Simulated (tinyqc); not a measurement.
Random telegraph noise from one oxide trap in a small MOSFET: two steps of the calculation.

An acceptor-like trap exchanges electrons with the channel. Inversion charge Q = Cox u, u = n Vt W0(exp((Vg - VT)/(n Vt))), W0 the Lambert function, n = nf, Cox = eps0 eox/tox; linear regime Id = (W/L) mu Q Vd. Relative to threshold the surface potential rises by Vt ln(u/u0) and the oxide voltage by the rest of Vg - VT, with u0 = n Vt W0(1).

Inputs (values chosen for the exercise); values of the order met in silicon transistors: temperature T = 300 K; relative permittivity of the gate insulator (close to silicon dioxide) eox = 3.9; insulator thickness tox = 3.2 nm; depth of the trap from the channel interface xt = 0.27 nm; body factor nf = 1.2; gate width W = 22 nm; gate length L = 170 nm; mobility mu = 160 cm^2/(V s); scattering coefficient of the charged trap asc = 2.2e-16 V s; drain voltage Vd = 0.05 V.

Constants: q = 1.602176634e-19 C, kB = 1.380649e-23 J/K, Vt = kB T/q, eps0 = 8.8541878128e-14 F/cm where lengths are in cm. Results are converted to the units shown.

Task 1. Step height. A = W L; threshold step dV = q (1 - xt/tox)/(Cox A); gm/Id = 1/(u + n Vt); relative step dI/I = (gm/Id) dV + asc mu/A. Id as defined.

u = 0.11057188 V
N = 7.4472799e11 cm^-2

Find: electrons in the channel N A; dV; gm/Id; number part of dI/I; dI/I; Id; dI.

Result 1.

electrons in the channel N A = 27.853
dV = 3.6349 mV
gm/Id = 7.0624 1/V
number part of dI/I = 2.5671 %
dI/I = 2.6612 %
Id = 0.12353 uA
dI = 3.2874 nA

Task 2. Lorentzian spectrum. Spectrum S(f) = 4 dI^2/{(tc + te)[(1/tc + 1/te)^2 + (2 pi f)^2]}; corner fc = (1/tc + 1/te)/(2 pi); variance dI^2 tc te/(tc + te)^2. Give S at f = 0, at fc and at 10 fc.

tc = 4.5771202e-4 s
te = 5.8098761e-4 s
dI = 3.2874308 nA

Give: fc; S(0); S(fc); S(10 fc); rms current.

Result 2.

fc = 621.66 Hz
S(0) = 2.7279e-21 A^2/Hz
S(fc) = 1.3639e-21 A^2/Hz
S(10 fc) = 2.7008e-23 A^2/Hz
rms current = 1.6321 nA

The rms value is 0.496 of the step; it reaches its largest share, 1/2, when tc = te.

Range of the model: VT is taken as given; short-channel effects and the uneven flow of current among few electrons are left out.

Computed by the program tinyqc: `OMP_NUM_THREADS=1 python tinyqc.py 2710016 2710017 out.jsonl`, one thread of a shared Intel Xeon 2.30GHz, about 0.01 s for the whole run.
